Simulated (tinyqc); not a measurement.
Epitaxial growth on a vicinal surface: Burton-Cabrera-Frank step flow, step-edge barrier and island nucleation: one step, computed by the program tinyqc. Command: `OMP_NUM_THREADS=1 python tinyqc.py 3007823 3007824 out.jsonl stepflow walk`. One thread of a shared host (Intel(R) Xeon(R) Processor @ 2.30GHz), about 0.03 s of CPU time with the checks.

Adatoms land at rate F, hop on a square grid (a simplification for hexagonal faces), desorb, or join steps. Lengths are in units of a and n is the adatom coverage. Steps ascend at x = 0 and descend at x = l.

Question. Terrace solution. D n'' - n/tau + F = 0 with n(0) = n_eq and -l_s n'(l) = n(l) - n_eq. With u = n - F tau, A = n_eq - F tau, y = l/x_s, s = l_s/x_s: u = A cosh(x/x_s) + B sinh(x/x_s), B = A (1 - cosh y - s sinh y)/(sinh y + s cosh y). Flux into the ascending step J+ = D B/x_s, over the descending one J- = -(D/x_s)(A sinh y + B cosh y); step velocity J+ + J-; growth rate (J+ + J-)/l. For small y: J+ + J- = (F - n_eq/tau) l, J-/J+ = l/(l + 2 l_s). The coverage peaks where n' = 0, tanh(x/x_s) = -B/A.

Inputs (values chosen for the exercise, close to those used for 4H-SiC(0001)): deposition rate F = 0.32 layers/s; temperature T = 1320 C.

D = 6072999 a^2/s

lifetime tau = 0.4042725 s

diffusion length x_s = 1566.891 a

equilibrium coverage n_eq = 1.004201e-05

terrace width l = 46.87360 a

Schwoebel length l_s = 0 a

Give: J+; J-; growth rate; peak coverage; position of the peak.

Answer.

J+ = 7.4986 atoms per step site and s

J- = 7.4986 atoms per step site and s

growth rate = 0.31995 layers/s

peak coverage = 2.4511e-05

position of the peak = 23.437 a
